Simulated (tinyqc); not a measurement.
Short-channel transistor, virtual-source model with series resistance: two steps of the calculation.

The current per gate width is the charge at the top of the source barrier (the virtual source) times its velocity times a saturation function; al and be are fitting constants of the model. Units: I in uA/um, Rs in ohm um, so I Rs = 1e-6 I Rs in volts; Q in uC/cm^2, so I = 1e-4 Q vx0 Fsat with vx0 in cm/s.

Inputs (values chosen for the exercise): temperature T = 273 K; inversion capacitance Cinv = 2.29 uF/cm^2; velocity at the virtual source vx0 = 3.91e7 cm/s; apparent mobility mu = 300 cm^2/(V s); channel length L = 25 nm; threshold at zero drain voltage VT0 = 0.36 V; drain-induced barrier lowering dl = 0.168 V/V; subthreshold factor n0 = 1.19; growth of n with drain voltage nd = 0.1 1/V; threshold shift (in units of Vt) from weak to strong inversion al = 3.5; sharpness of saturation be = 2; series resistance of each contact Rs = 150 ohm um; gate voltage Vgs = 0.75 V; drain voltage Vds = 0.05 V.

Constants: q = 1.602176634e-19 C, kB = 1.380649e-23 J/K, Vt = kB T/q. Results are converted to the units shown.

Task 1. Current through the series resistance. Intrinsic voltages Vg' = Vgs - I Rs, Vd' = Vds - 2 I Rs. n = n0 + nd Vd', VT = VT0 - dl Vd', Ff = 1/(1 + exp((Vg' - VT + al Vt/2)/(al Vt))), Q = Cinv n Vt ln(1 + exp((Vg' - VT + al Vt Ff)/(n Vt))), Vdsat = (vx0 L/mu)(1 - Ff) + Vt Ff, Fsat = u/(1 + u^be)^(1/be) with u = Vd'/Vdsat, and I(out) = Q vx0 Fsat per width. (Fsat takes the sign of u.) Newton step: I(new) = I + (I(out) - I)/(1 - s), s = dI(out)/dI by a central difference with +/- 0.001 uA/um.

I at the start = 0 uA/um

Find: Vg'; Vd'; VT; Ff; Q; Vdsat; Fsat; I(out); s; I after iteration 1.

Result 1.

Vg' = 0.7500 V
Vd' = 0.05000 V
VT = 0.3516 V
Ff = 0.004780
Q = 0.9132 uC/cm^2
Vdsat = 0.3244 V
Fsat = 0.1523
I(out) = 544.0 uA/um
s = -3.454
I after iteration 1 = 122.1 uA/um

Task 2. What the series resistance costs. n = n0 + nd Vd', VT = VT0 - dl Vd', Ff = 1/(1 + exp((Vg' - VT + al Vt/2)/(al Vt))), Q = Cinv n Vt ln(1 + exp((Vg' - VT + al Vt Ff)/(n Vt))), Vdsat = (vx0 L/mu)(1 - Ff) + Vt Ff, Fsat = u/(1 + u^be)^(1/be) with u = Vd'/Vdsat, and I = Q vx0 Fsat per width. I0 is the current for Rs = 0. Effective velocity I/Q; transit time L Q/I.

converged I = 125.98763 uA/um
I0 = 543.95943 uA/um

Give: loss against I0; effective velocity; transit time.

Result 2.

loss against I0 = 76.839 %
effective velocity = 1.4723e6 cm/s
transit time = 1.6981 ps

tinyqc, about 0.01 s, one thread, Intel Xeon 2.30GHz (shared host): `OMP_NUM_THREADS=1 python tinyqc.py 2380115 2380116 out.jsonl`
